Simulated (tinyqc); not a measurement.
The Fermi level, mass and scattering length from S, n and sigma.

Inverse problem. Bulk parabolic band, x = (E - Ec)/kB T, C = hbar^2/(2 m0), kB T in eV. Modes per area gv m kB T x/(4 pi C) times the back-scattering length l0 x^rr give the transport function s0 X(x), s0 = (2 q^2/h) gv m kB T l0/(4 pi C), X = x^(1 + rr). I_k = int X (x - eta)^k w dx, w = 1/(4 cosh^2((x - eta)/2)). sigma = s0 I_0, S = -(kB/q) I_1/I_0; n = 2 gv (m kB T/(4 pi C))^1.5 F(eta), F(y) = (2/sqrt(pi)) int_0^infinity sqrt(u)/(1 + exp(u - y)) du. Find eta, m and l0.

Inputs (values chosen for the exercise): temperature T = 500 K; valleys gv = 4; energy exponent of that length rr = 0.

Constants: q = 1.602176634e-19 C, kB = 1.380649e-23 J/K, hbar = 1.054571817e-34 J s, h = 6.62607015e-34 J s, m0 = 9.1093837015e-31 kg, Vt = kB T/q, hbar^2/(2 m0) = 0.0380998212 eV nm^2. Results are converted to the units shown.

S = -65.372391 uV/K
n = 5.4707518e20 cm^-3
sigma = 4256.7585 S/cm

Solution. |S| falls steadily as eta rises and depends on nothing else, so it fixes eta; n then gives m, and sigma gives l0.

eta = 4.20
m = 0.510 m0
l0 = 7.10 nm

Computed by the program tinyqc: `OMP_NUM_THREADS=1 python tinyqc.py 2800038 2800039 out.jsonl`, one thread of a shared Intel Xeon 2.30GHz, about 0.07 s for the whole run.
